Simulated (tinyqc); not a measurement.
Valley-orbit splitting of a donor ground state, with strain: one step, computed by the program tinyqc.

The basis is the 1s envelope in each valley; energies are counted from the unstrained conduction-band edge. The strain is e_s (a a^T - 1/3) for the unit stress axis a, so valley j along n_j moves by Xi_u e_s w_j with w_j = (n_j.a)^2 - 1/3: +1/6 for x and y, -1/3 for z. The splitting at the zone boundary that a [110] shear adds for <100> valleys is left out.

Problem. Populations and ionisation. H_jj = -(E_0 + Lambda) + Xi_u e_s w_j; H_jk = -Delta_2 between opposite valleys and -Delta_1 between perpendicular ones. z = sum over levels of exp(-(E - E_ground)/k_B T), the ground-state share being 1/z; N_c = 2 (2 pi m_e k_B T/h^2)^(3/2) sum_j exp(-(shift_j - lowest shift)/k_B T); n1 = N_c/(2 z) exp(-binding/k_B T), binding = lowest shift - E_ground; without compensation n = 2 N_D/(1 + sqrt(1 + 4 N_D/n1)) (Boltzmann statistics; p and higher states left out).

Inputs (values chosen for the exercise, modelled on donors in silicon):

| quantity | value | unit |
|---|---|---|
| single-valley binding energy E_0 | 31.2 | meV |
| central-cell shift Lambda | 5.05 | meV |
| coupling Delta_1 | 2.38 | meV |
| coupling Delta_2 | 1.53 | meV |
| shear deformation potential Xi_u | 9.05 | eV |
| shear strain e_s | 0.00023 | - |
| temperature T | 77 | K |
| donor density N_D | 1.3e+14 | cm^-3 |
| density-of-states mass of one valley m_e | 0.322 | m_0 |

Valleys: six along <100>. Stress axis: [110].

Constants: k_B = 8.617333262e-05 eV/K; m_0 = 9.1093837015e-31 kg; k_B = 1.380649e-23 J/K; h = 6.62607015e-34 J s.

Give: partition sum z; share of neutral donors in the ground state; N_c; n1; free electrons n.

Solution.

partition sum z = 1.6825

share of neutral donors in the ground state = 0.59435

N_c = 3.2311e+18 cm^-3

n1 = 8.5269e+14 cm^-3

free electrons n = 1.1460e+14 cm^-3
